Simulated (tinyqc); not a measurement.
Inside a calculation. Method: Hubbard chain of 6 sites. Computed by tinyqc, a small Python program that keeps every step. Settings: hopping = 0.53, U = 6.1, mixing = 0.5, iteration cap = 62. Command: `OMP_NUM_THREADS=1 python tinyqc.py 25284 25285 out.jsonl` (the two numbers bound the seeds that draw the settings). One thread of a shared host (Intel(R) Xeon(R) Processor @ 2.60GHz), about 0.2 s of CPU time with the checks. Later iterations appear only in the table of the cycle.

## Mean-field iteration 1

one-body matrix (hopping and site energies) (eV), lower triangle:
```
,1,2,3,4,5,6
1,0.570000
2,-0.530000,0.180000
3,0.000000,-0.530000,0.950000
4,0.000000,0.000000,-0.530000,0.420000
5,0.000000,0.000000,0.000000,-0.530000,0.350000
6,0.000000,0.000000,0.000000,0.000000,-0.530000,-0.320000
```

U = 6.100000 eV

electrons, up and down: 3  3

mixing = 0.500000

n(up) at the start (a guess, not normalised): 1 0.500000, 2 0.500000, 3 0.500000, 4 0.500000, 5 0.500000, 6 0.500000

n(down) at the start (a guess): 1 0.500000, 2 0.500000, 3 0.500000, 4 0.500000, 5 0.500000, 6 0.500000

H(up) = T + U n(down), H(down) = T + U n(up); fill the lowest levels; n(new) = n + mixing (n(out) - n); E = tr T (rho up + rho down) + U sum n_up n_down of the output.

levels, up (eV): 2.348629  2.662061  3.067646  3.749585  4.030408  4.591672

levels, down (eV): 2.348629  2.662061  3.067646  3.749585  4.030408  4.591672

energy = 9.033665 eV

n(up) after iteration 1: 1 0.380274, 2 0.580638, 3 0.354529, 4 0.552736, 5 0.444245, 6 0.687577

n(down) after iteration 1: 1 0.380274, 2 0.580638, 3 0.354529, 4 0.552736, 5 0.444245, 6 0.687577

## Mean-field iteration 2

As before.

levels, up (eV): 2.394595  2.615654  2.944952  3.879745  4.167632  4.447422

levels, down (eV): 2.394595  2.615654  2.944952  3.879745  4.167632  4.447422

energy = 12.210651 eV

n(up) after iteration 2: 1 0.619241, 2 0.418767, 3 0.553134, 4 0.392370, 5 0.597551, 6 0.418937

n(down) after iteration 2: 1 0.619241, 2 0.418767, 3 0.553134, 4 0.392370, 5 0.597551, 6 0.418937

## Mean-field iteration 3

As before.

levels, up (eV): 2.046640  2.362438  2.632622  4.227590  4.445792  4.734918

levels, down (eV): 2.046640  2.362438  2.632622  4.227590  4.445792  4.734918

energy = 13.102756 eV

n(up) after iteration 3: 1 0.344312, 2 0.645828, 3 0.335712, 4 0.622859, 5 0.370521, 6 0.680768

n(down) after iteration 3: 1 0.344312, 2 0.645828, 3 0.335712, 4 0.622859, 5 0.370521, 6 0.680768

## Convergence

Each step fills the lowest levels of T + U n(other spin) and sets n(new) = n + mixing (n(out) - n); stop when output and input agree to 1e-8.

Course of the cycle:
```
iteration,E (eV),largest |n(out) - n(in)|,mean |n_up - n_down|
1,9.03366490,3.75e-01,0.000000
2,12.21065140,5.37e-01,0.000000
3,13.10275632,5.50e-01,0.000000
4,14.77678155,5.78e-01,0.000000
5,13.67490861,5.73e-01,0.000000
6,14.71467247,5.76e-01,0.000000
7,13.65294240,5.75e-01,0.000000
8,14.70596645,5.75e-01,0.000000
9,13.65049114,5.75e-01,0.000000
10,14.70496303,5.75e-01,0.000000
11,13.65023141,5.75e-01,0.000000
...,...,...,...
52,14.70478463,5.75e-01,0.000000
53,13.65018716,5.75e-01,0.000000
54,14.70478463,5.75e-01,0.000000
55,13.65018716,5.75e-01,0.000000
56,14.70478463,5.75e-01,0.000000
57,13.65018716,5.75e-01,0.000000
58,14.70478463,5.75e-01,0.000000
59,13.65018716,5.75e-01,0.000000
60,14.70478463,5.75e-01,0.000000
61,13.65018716,5.75e-01,0.000000
62,14.70478463,5.75e-01,0.000000
```

Not converged within 62 iterations: the residual has stopped falling: the iteration swings between two states. The lowest mean-field energy found from random starts is 1.77807 eV. Reruns (cap 100 unless said): mixing 0.2: converged in 34 to a higher stationary point (E = 7.48431); mixing 0.9: not converged; the original settings with a cap of 400: not converged.

## Exact diagonalisation (400 states)

Lowest levels of the sector, and the double occupancy of the lowest state.

lowest levels (eV): 1.474891  1.563392  1.667332  1.708973  1.740011  1.766277

double occupancy per site = 0.017685

## The lowest level by Lanczos steps

From a random start vector (not printed): a_j = <q_j|H|q_j>, b_j = norm of the remainder after orthogonalising; the Ritz value is the lowest eigenvalue of the tridiagonal matrix of a and b so far.

Lanczos:
```
j,a_j (eV),b_j (eV),lowest Ritz value (eV)
1,10.799648,4.304194,10.79964815
2,11.832406,5.245120,6.98096835
3,12.726357,7.165874,5.03833939
4,10.337459,4.068083,2.42021651
5,12.182769,4.688859,1.82919382
6,13.897716,5.130317,1.69983368
7,13.358670,5.507386,1.66392429
8,8.926183,5.487690,1.63473203
9,12.786262,5.303338,1.58136604
10,13.893776,4.621207,1.52466855
```
